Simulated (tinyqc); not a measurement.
Interlayer thickness: switching kinetics of a ferroelectric film and the memory window of a ferroelectric gate stack. Computed by tinyqc, a small Python program. Command: `OMP_NUM_THREADS=1 python tinyqc.py 3006914 3006915 out.jsonl feswitch walk`. One thread of a shared host (Intel(R) Xeon(R) Processor @ 2.30GHz), about 0.02 s of CPU time with the checks.

Fields in MV/cm; 1 microcoulomb/cm^2 over eps_0 is 11.29409 MV/cm. In the stack (metal, ferroelectric, interlayer, channel) the channel is taken as a conductor.

Inputs (values chosen for the exercise, for a model film):

| quantity | value | unit |
|---|---|---|
| saturation polarisation P_s | 22 | microcoulomb/cm^2 |
| ratio P_r/P_s | 0.87 | - |
| coercive field E_c | 0.61 | MV/cm |
| permittivity of the ferroelectric eps_F | 34 | - |
| thickness t_F | 15 | nm |
| permittivity of the interlayer eps_I | 3.9 | - |
| share s of P screened by trapped charge | 0.89 | - |
| pulse height V | 5.8 | V |
| breakdown field of the interlayer | 16 | MV/cm |

Method. Series stack: V = E_F t_F + E_I t_I and eps_I E_I = eps_F E_F + (1 - s) P/eps_0. E_I is for P = +P_s at the pulse height, the depolarising field for P = +P_r at V = 0; V needed puts E_F = 1.5 E_c after switching.

Stack against t_I:

| t_I (nm) | E_F after (MV/cm) | E_I (MV/cm) | depolarising field / E_c | V needed (V) |
|---|---|---|---|---|
| 0.3 | 3.1732 | 34.672 | 0.17022 | 1.8221 |
| 0.5 | 2.8150 | 31.549 | 0.25815 | 2.1218 |
| 0.8 | 2.3843 | 27.794 | 0.36389 | 2.5713 |
| 1.2 | 1.9477 | 23.988 | 0.47107 | 3.1707 |
| 1.6 | 1.6162 | 21.098 | 0.55244 | 3.7701 |
| 2.0 | 1.3560 | 18.830 | 0.61630 | 4.3695 |
| 3.0 | 0.8985 | 14.841 | 0.72862 | 5.8680 |

What follows from these numbers?

Each nanometre of interlayer costs 1.50 V, against 0.09 V for a nanometre of ferroelectric. The depolarising field grows from 0.17 to 0.73 E_c. At E_F = 1.5 E_c the interlayer carries (1.5 eps_F E_c + (1 - s) P_s/eps_0)/eps_I = 15.0 MV/cm whatever its thickness. Caution: rows with E_I above the breakdown field of the interlayer cannot be reached without charge injection.
